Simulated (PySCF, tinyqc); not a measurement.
RHF in the sto-3g basis, for BeH+, spin multiplicity 1, step by step. The lowest restricted solution is unstable here: a spin-polarised one lies 0.0618 hartree lower (PySCF). One step of it, computed by the program tinyqc.

Task: Iteration 3: building the Fock matrix. J_ij = sum D_kl (ij|kl), K_ij = sum D_kl (ik|jl); F = H + J - 0.5 K; E = tr D H + tr D J / 2 - 0.25 tr D K + E_nn.

D after iteration 2:
```
            1Be 1s     1Be 2s    1Be 2px    1Be 2py    1Be 2pz      2H 1s
1Be 1s    1.512421  -0.025656   0.000000   0.000000  -0.004065   0.015486
1Be 2s   -0.025656   0.007969   0.000000   0.000000   0.011102  -0.063568
1Be 2px   0.000000   0.000000   1.997094  -0.076186   0.000000   0.000000
1Be 2py   0.000000   0.000000  -0.076186   0.002906   0.000000   0.000000
1Be 2pz  -0.004065   0.011102   0.000000   0.000000   0.016168  -0.092748
2H 1s     0.015486  -0.063568   0.000000   0.000000  -0.092748   0.532092
```

core Hamiltonian H = T + V (hartree):
```
            1Be 1s     1Be 2s    1Be 2px    1Be 2py    1Be 2pz      2H 1s
1Be 1s   -8.087608  -1.989479   0.000000   0.000000  -0.005611  -0.046064
1Be 2s   -1.989479  -2.322184   0.000000   0.000000  -0.060065  -0.277246
1Be 2px   0.000000   0.000000  -1.842490   0.000000   0.000000   0.000000
1Be 2py   0.000000   0.000000   0.000000  -1.842490   0.000000   0.000000
1Be 2pz  -0.005611  -0.060065   0.000000   0.000000  -1.877169  -0.371813
2H 1s    -0.046064  -0.277246   0.000000   0.000000  -0.371813  -1.348510
```

Two-electron integrals (ij|kl) in chemists' order, unique and non-zero (hartree):
```
(11|11) 2.298831   (21|11) 0.392036   (21|21) 0.079539   (22|11) 0.570988
(22|21) 0.143041   (22|22) 0.417683   (31|31) 0.014607   (32|31) 0.021888
(32|32) 0.092265   (33|11) 0.569578   (33|21) 0.143083   (33|22) 0.417589
(33|33) 0.449859   (41|41) 0.014607   (42|41) 0.021888   (42|42) 0.092265
(43|43) 0.024249   (44|11) 0.569578   (44|21) 0.143083   (44|22) 0.417589
(44|33) 0.401360   (44|44) 0.449859   (51|51) 0.014607   (52|51) 0.021888
(52|52) 0.092265   (53|53) 0.024249   (54|54) 0.024249   (55|11) 0.569578
(55|21) 0.143083   (55|22) 0.417589   (55|33) 0.401360   (55|44) 0.401360
(55|55) 0.449859   (61|11) 0.008558   (61|21) 0.001749   (61|22) 0.003218
(61|33) 0.003192   (61|44) 0.003192   (61|51) 0.000191   (61|52) 0.000363
(61|55) 0.003272   (61|61) 0.000041   (62|11) 0.046842   (62|21) 0.012045
(62|22) 0.042083   (62|33) 0.040284   (62|44) 0.040284   (62|51) 0.001480
(62|52) 0.011403   (62|55) 0.045630   (62|61) 0.000302   (62|62) 0.009179
(63|31) 0.000683   (63|32) 0.003946   (63|53) 0.001618   (63|63) 0.000508
(64|41) 0.000683   (64|42) 0.003946   (64|54) 0.001618   (64|64) 0.000508
(65|11) 0.062429   (65|21) 0.016140   (65|22) 0.057931   (65|33) 0.054901
(65|44) 0.054901   (65|51) 0.002260   (65|52) 0.017355   (65|55) 0.063918
(65|61) 0.000412   (65|62) 0.013735   (65|65) 0.020703   (66|11) 0.220478
(66|21) 0.057214   (66|22) 0.219076   (66|33) 0.208216   (66|44) 0.208216
(66|51) 0.005603   (66|52) 0.058512   (66|55) 0.240459   (66|61) 0.001414
(66|62) 0.069737   (66|65) 0.108217   (66|66) 0.774606
```

nuclear repulsion = 0.88196202 hartree

Give: Coulomb J; exchange K; Fock matrix F; total energy of this density.

Result:

Coulomb J (hartree):
```
         1Be 1s  1Be 2s  1Be 2px  1Be 2py  1Be 2pz   2H 1s
1Be 1s   4.7096  0.9044   0.0000   0.0000   0.0027  0.0200
1Be 2s   0.9044  1.8021   0.0000   0.0000   0.0283  0.1855
1Be 2px  0.0000  0.0000   1.8591  -0.0037   0.0000  0.0000
1Be 2py  0.0000  0.0000  -0.0037   1.7624   0.0000  0.0000
1Be 2pz  0.0027  0.0283   0.0000   0.0000   1.7778  0.2573
2H 1s    0.0200  0.1855   0.0000   0.0000   0.2573  1.1371
```

exchange K (hartree):
```
          1Be 1s  1Be 2s  1Be 2px  1Be 2py  1Be 2pz   2H 1s
1Be 1s    3.4868  0.6213   0.0000   0.0000  -0.0009  0.0131
1Be 2s    0.6213  0.3001   0.0000   0.0000   0.0023  0.0283
1Be 2px   0.0000  0.0000   0.9201  -0.0324   0.0000  0.0000
1Be 2py   0.0000  0.0000  -0.0324   0.0713   0.0000  0.0000
1Be 2pz  -0.0009  0.0023   0.0000   0.0000   0.0745  0.0341
2H 1s     0.0131  0.0283   0.0000   0.0000   0.0341  0.3850
```

Fock matrix F (hartree):
```
          1Be 1s   1Be 2s  1Be 2px  1Be 2py  1Be 2pz    2H 1s
1Be 1s   -5.1214  -1.3957   0.0000   0.0000  -0.0024  -0.0326
1Be 2s   -1.3957  -0.6702   0.0000   0.0000  -0.0329  -0.1059
1Be 2px   0.0000   0.0000  -0.4434   0.0125   0.0000   0.0000
1Be 2py   0.0000   0.0000   0.0125  -0.1158   0.0000   0.0000
1Be 2pz  -0.0024  -0.0329   0.0000   0.0000  -0.1366  -0.1316
2H 1s    -0.0326  -0.1059   0.0000   0.0000  -0.1316  -0.4039
```

total energy of this density = -11.731964 hartree

This density is a damped mixture and is not idempotent.
